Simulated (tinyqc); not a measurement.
# Voltage acceleration of oxide breakdown, four models on the same data, step by step

Program tinyqc, `OMP_NUM_THREADS=1 python tinyqc.py 2070149 2070150 out.jsonl`; Intel Xeon 2.30GHz, shared host, one thread, about 0.01 s. Printed values are rounded.

Field E = V/tox in MV/cm. Models: ln(t63/1 s) = a - c X with X = E (E model), -1/E (1/E model), ln V (power law, c the exponent n) or sqrt(E).

Values chosen for this exercise: oxide thickness tox = 6 nm; use voltage Vu = 2.8 V; stress temperature Ts = 423 K; use temperature Tu = 358 K; activation energy Ea = 0.59 eV; factor for area and percentile ks = 3.7e-5.

Constants: q = 1.602176634e-19 C, kB = 1.380649e-23 J/K. Results are converted to the units shown.

Range of the model: All four laws are empirical fits; none is established far below the stress range.

## Fitting the models

| stress | V (V) | t63 (s) |
|---|---|---|
| 0 | 4.54 | 1.89e5 |
| 1 | 5.35 | 700 |
| 2 | 6.51 | 0.8687 |

The three stress times were made with the power model, c = 34.1, and are treated as data. For each model fit ln t63 on X by least squares over the three points.

| model | c | a | largest misfit in ln t63 (0: below 0.002) |
|---|---|---|---|
| E | 3.723768 | 40.11427 | 0.3595941 |
| 1/E | 307.3068 | -28.28031 | 0.3670762 |
| power | 34.10052 | 63.74104 | 0.0000000 |
| sqrt E | 22.58202 | 74.16430 | 0.1815137 |

The worst misfit of any model is 0.37 in ln t63, a factor of 1.44 in time, comparable to the scatter of t63 from small samples, so such data hardly tell the models apart.

## Projection to use conditions

Project to Vu, multiply by exp[(Ea q/kB)(1/Tu - 1/Ts)] and by ks; ten years are 3.15576e8 s. The largest voltage for ten years solves the same relation for V.

temperature factor = 18.89304

| model | lifetime (years) | largest voltage for ten years (V) |
|---|---|---|
| E | 0.1658893 | 2.139537 |
| 1/E | 4.595596e5 | 3.345381 |
| power | 60.18135 | 2.951317 |
| sqrt E | 2.335967 | 2.635558 |

The lifetimes span 6.44 decades, from the E model (most cautious) to the 1/E model; the allowed voltage spans 2.14 to 3.35 V. 2 of the four models pass ten years at Vu. Lifetimes beyond a thousand years are formal extrapolations.
